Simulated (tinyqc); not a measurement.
What moves the results: cyclotron resonance of ellipsoidal valleys, Ge type. A value that a table varies takes the place of the one given here.

Valleys along [111], [-111], [1-11], [11-1], mass ml along the axis and mt across it. B lies in the (1-10) plane, b = (sin(theta)/sqrt2, sin(theta)/sqrt2, cos(theta)). For the angle phi between B and the axis, 1/mc^2 = cos^2(phi)/mt^2 + sin^2(phi)/(mt ml). Resonance: h nu = 2 muB B/mc, h = 2 pi hbar.

Constants: hbar = 6.58211957e-16 eV s; muB = 5.788381798e-05 eV/T.

Inputs chosen for the exercise (near those of Ge; not measured data): ml = 1.668 m0 (longitudinal mass); mt = 0.083 m0 (transverse mass); ths = (0, 20, 35, 50, 65, 80, 90) degrees (angles); g1 = 13.25 (Luttinger gamma1); g2 = 4.19 (gamma2); g3 = 5.78 (gamma3); theta = 50 degrees (angle of B from [001] towards [110]); nu = 35 GHz (microwave frequency).

## Rotating the field

mc against theta; [-111] and [1-11] stay equal in this plane.

Cyclotron masses (m0):
```
theta (degrees)   [111]  [-111]  [11-1]
0                0.1371  0.1371  0.1371
20               0.0998  0.1446  0.2441
35               0.0879  0.1621  0.3720
50               0.0833  0.1953  0.2489
65               0.0843  0.2545  0.1559
80               0.0913  0.3408  0.1150
90               0.1004  0.3721  0.1004
```

How do the results move?

All valleys give one line at theta = 0, B along [001], with mc = 0.1371. The [111] valley reaches mt at 54.7 degrees, and [11-1] reaches its largest value sqrt(ml mt) = 0.3721 at 35.3 degrees, where B is perpendicular to it; the listed maximum of that branch is 0.3720. The pair [-111], [1-11] reaches the same value at 90 degrees.

## Heavy and light holes (cyclotron masses of warped hole bands)

E = c k^2 f(n) with f = g1 -/+ 2 sqrt(g2^2 + 3 (g3^2 - g2^2)(nx^2 ny^2 + ny^2 nz^2 + nz^2 nx^2)). For the orbit through k = 0 perpendicular to b = (sin(theta)/sqrt2, sin(theta)/sqrt2, cos(theta)), mc is the mean of 1/f over the directions n in that plane (180 evenly spaced angles). Quantum effects of the lowest levels are left out.

Cyclotron masses (m0):
```
theta (degrees)   heavy   light
0                0.2960  0.0437
20               0.3317  0.0430
35               0.3882  0.0420
50               0.4162  0.0415
65               0.4156  0.0416
80               0.4145  0.0420
90               0.4146  0.0421
```

How do the results move?

The heavy mass varies by 41 % over the table, with its largest listed value at 50 degrees ([111] lies at 54.7) and its smallest at 0; the light mass varies by 5.3 %. The warping term enters both with the same size, but it is set against a small inverse mass in one and a large one in the other (along [111], g1 - 2 g3 = 1.69 and g1 + 2 g3 = 24.81).

## What each parameter does

Resonance fields B = h nu mc/(2 muB) of the valleys [111], [-111] and [11-1]. Each row changes one parameter from the base and keeps the others.

Results:
```
case                [111] (T)  [-111] (T)  [11-1] (T)
base                   0.1041      0.2442      0.3112
ml = 1.918 m0          0.1041      0.2480      0.3200
mt = 0.075 m0          0.0941      0.2232      0.2870
theta = 46 degrees     0.1049      0.2306      0.3608
nu = 38.5 GHz          0.1145      0.2686      0.3423
```

How do the results move?

The largest shifts from the base row, up to three for each result and ties (the steps differ in size, so this ranks the rows, not the parameters). [111] (T): nu +0.0104, mt -0.0100, theta +0.0008; unchanged at the printed digits by ml. [-111] (T): nu +0.0244, mt -0.0210, theta -0.0136. [11-1] (T): theta +0.0496, nu +0.0311, mt -0.0241.

Run: tinyqc, `OMP_NUM_THREADS=1 python tinyqc.py 1251487 1251488 out.jsonl`; Intel(R) Xeon(R) Processor @ 2.30GHz, one thread, shared host; about 0.01 s of CPU time with all checks.
